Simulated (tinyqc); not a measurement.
What an interlayer buys: scattering of inversion-layer electrons by surface optical phonons of the gate insulator (remote phonon scattering). Computed by tinyqc, a small Python program. Command: `OMP_NUM_THREADS=1 python tinyqc.py 3113571 3113572 out.jsonl sophonon walk`. One thread of a shared host (Intel(R) Xeon(R) Processor @ 2.30GHz), about 0.01 s of CPU time with the checks.

One subband with the Fang-Howard envelope; insulator and channel are half-spaces, the gate is far away, and an interlayer only moves the polar surface away by t (its own modes and its permittivity contrast are left out).

Inputs (values chosen for the exercise, modelled on HfO2 on silicon):
```
quantity                                   value        unit
static constant of the insulator eps_0s       22           -
intermediate constant eps_i                 6.52           -
optical constant eps_inf                       5           -
hbar omega_TO1                              12.3         meV
hbar omega_TO2                              49.3         meV
constant of the channel eps_s               11.7           -
in-plane mass m                            0.195         m_0
valleys g_v                                    2           -
sheet density n                          5.9e+12      1/cm^2
mean distance of the electrons z0 = 3/b      1.5          nm
interlayer thickness t                         0          nm
temperature T                                250           K
mobility from other processes                200  cm^2/(V s)
```

Screening by the channel electrons: none.

Constants: k_B = 8.617333262e-05 eV/K; hbar^2/(2 m_0) = 3.80998212 eV angstrom^2; e^2/(4 pi eps_0) = 14.39964548 eV angstrom; hbar = 6.582119569e-16 eV s; e = 1.602176634e-19 C; m_0 = 9.1093837015e-31 kg.

Method:
- eps(w) = eps_inf + (eps_0s - eps_i) w1^2/(w1^2 - w^2) + (eps_i - eps_inf) w2^2/(w2^2 - w^2). Surface modes solve eps(w) + eps_s = 0, a quadratic in w^2; the strength of a mode is g = 2/(w d eps/dw).
- Occupation N = 1/(exp(hbar w/(k_B T)) - 1).
- Density of states D = g_v m/(pi hbar^2); eta = E_F/(k_B T) = ln(exp(n/(D k_B T)) - 1); screening wave number q_s = e^2 D/(2 eps_0 eps_avg) x 1/(1 + exp(-eta)), eps_avg = (eps_s + eps_inf)/2; b = 3/z0.
- For a mode of strength g, without the occupation factor, Area x |M(q)|^2 = e^2 hbar w g/(2 eps_0 q) x (b/(b + q))^6 exp(-2 q t).
- Approximate momentum relaxation rate, taking tau v alike in the initial and final states: 1/tau = (m/(2 pi hbar^3)) sum over modes and over absorption (N, E' = E + hbar w) and emission (N + 1, E' = E - hbar w > 0) of [(1 - f(E'))/(1 - f(E))] int_0^(2 pi) Area |M(q)|^2 (1 - cos theta) d theta, q^2 = k^2 + k'^2 - 2 k k' cos theta, f the Fermi function; 48 midpoints in theta from 0 to pi.
- mu = (e/m) int tau E f (1 - f) dE/(k_B T int f dE), by 300 midpoints from 0 to (max(eta, 0) + 14) k_B T; Matthiessen sum with the other processes.

hbar omega_SO (meV): 1 16.6870, 2 51.6215

strengths g: 1 0.0246614, 2 0.0055453

occupations N: 1 0.854937, 2 0.100190

b = 2 1/nm

q_s = 1.43660 1/nm

eta = 1.47502

Against the interlayer thickness:
```
t (nm)  remote-phonon mobility (cm^2/(V s))  total (cm^2/(V s))
0.0                                    1434              175.52
0.3                                    2199              183.33
0.6                                    3245              188.39
1.0                                    5138              192.51
1.5                                    8401              195.35
2.0                                   12772              196.92
3.0                                   25368              198.44
```

1 nm of interlayer raises the remote-phonon mobility by a factor 3.58, as exp(2 q t) with an effective q of 0.64 per nm; between 2 and 3 nm the effective q is 0.34. The total goes from 176 to 193 over the first nanometre.

Extremes, crossings and ranges named in words are read from the listed rows.
